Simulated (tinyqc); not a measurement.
Quantum-confined Stark effect in a modulator well: sweeps and comparisons. A value that a table varies takes the place of the one given here.

Envelopes on cells of 0.5 angstrom over the well |z| < L/2 and 45 angstrom of barrier on each side, psi = 0 beyond, psi'/m continuous (mean mass between points), c = hbar^2/2m0. The electron sees + e F z and the hole - e F z, each with its offset in the barriers; 1 kV/cm = 1e-5 eV/angstrom. Light holes, band mixing and escape by tunnelling are left out.

Exciton: in-plane function exp(-rho/lam), 1/mu = 1/me + 1/mp, E(lam) = c/(mu lam^2) - (q/eps) times the integral over k of Fm(k)(1 + (k lam/2)^2)^(-3/2), Fm(k) the double integral of psi_e^2 psi_h^2 exp(-k |z - z'|), q = e^2/(4 pi eps0); binding Eb = -E at the minimum. Line at Eg + E_e + E_h - Eb, strength proportional to overlap^2/lam^2.

Constants: hbar^2/2m0 = 3.80998211 eV angstrom^2; e^2/(4 pi eps0) = 14.39964547 eV angstrom; hc = 1239.841984 eV nm.

Inputs chosen for the exercise (near those of an InGaAs well in InAlAs; the results hold for these values, not for the real material): L = 86 angstrom (well width); Vc = 0.471 eV (conduction offset); Vv = 0.206 eV (heavy-hole offset); me = 0.0422 m0 (electron, well); meb = 0.073 m0 (electron, barrier); mh = 0.356 m0 (heavy hole along z, well); mhb = 0.432 m0 (heavy hole, barrier); Eg = 0.749 eV (gap of the well); mp = 0.112 m0 (heavy hole in the plane); eps = 13.5 (dielectric constant); Fs = (0, 30, 60, 90, 124, 160, 200) kV/cm (fields); Ls = (56, 74, 92, 112, 136, 164) angstrom (widths); F_L = 123 kV/cm (field for this table); F = 123 kV/cm (field).

## Raising the field

All quantities anew; shifts from zero field.

Results:
```
F (kV/cm)  dE_e (meV)  dE_h (meV)  Eb (meV)  line shift (meV)  overlap^2  relative strength
0                0.00        0.00      5.99              0.00      0.978              1.000
30              -0.24       -1.00      5.94             -1.19      0.937              0.945
60              -0.96       -3.82      5.81             -4.60      0.836              0.814
90              -2.16       -8.07      5.65             -9.90      0.716              0.666
124             -4.08      -14.17      5.47            -17.75      0.587              0.517
160             -6.76      -21.72      5.30            -27.79      0.471              0.392
200            -10.46      -31.09      5.12            -40.68      0.366              0.288
```

What does this show, and why?

The line shift grows with exponent 1.95 in F at low field and 1.71 at the end, as the carriers come up against opposite walls and the dipole begins to saturate. The hole gives 81 % of the level shift in the second row and 75 % in the last. The largest shift is 6.8 times the zero-field binding, yet 86 % of the binding survives, since the walls stop the field from pulling the pair apart. Half the strength is gone between 124 and 160 kV/cm.

## Width of the well

Zero-field line, its shift at F_L and the relative strength.

Results:
```
L (angstrom)  line at F = 0 (nm)  Eb (meV)  shift (meV)  relative strength  shift x strength (meV)
56                        1428.0      6.47        -5.57              0.882                    4.91
74                        1494.8      6.17       -11.74              0.686                    8.06
92                        1537.4      5.90       -20.81              0.440                    9.17
112                       1568.7      5.64       -33.76              0.221                    7.45
136                       1593.1      5.36       -52.53              0.076                    3.99
164                       1611.5      5.08       -78.05              0.016                    1.27
```

How do the results move?

The shift grows with exponent 2.68 in L over the first two rows and 2.12 over the last two, against 4 for hard walls at second order; leakage lowers it in narrow wells and saturation in wide ones. The strength falls from 0.88 to 0.02, and the product of the two is largest at 92 angstrom.

## What each parameter does

Zero-field line, shift at F, overlap^2 and Eb at F. Each row changes one parameter from the base and keeps the others.

Results:
```
case             line (nm)  shift (meV)  overlap^2  Eb (meV)
base                1525.2       -17.49      0.591      5.48
L = 76 angstrom     1500.5       -12.61      0.707      5.80
F = 98 kV/cm        1525.2       -11.59      0.684      5.61
Vc = 0.377 eV       1532.4       -18.06      0.575      5.42
Vv = 0.258 eV       1524.5       -16.72      0.607      5.52
me = 0.0485 m0      1533.2       -17.52      0.582      5.86
mh = 0.303 m0       1523.0       -16.96      0.617      5.49
eps = 12.2          1527.3       -17.37      0.591      6.49
```

How do the results move?

The largest shifts from the base row, up to three for each result and ties (the steps differ in size, so this ranks the rows, not the parameters). line (nm): L -24.7, me +8.0, Vc +7.3; unchanged at the printed digits by F. shift (meV): F +5.91, L +4.88, Vv +0.78. overlap^2: L +0.116, F +0.094, mh +0.027; unchanged at the printed digits by eps. Eb (meV): eps +1.01, me +0.38, L +0.32.

Program tinyqc; command `OMP_NUM_THREADS=1 python tinyqc.py 1281781 1281782 out.jsonl`; about 0.2 s on one thread of a shared Intel(R) Xeon(R) Processor @ 2.30GHz.
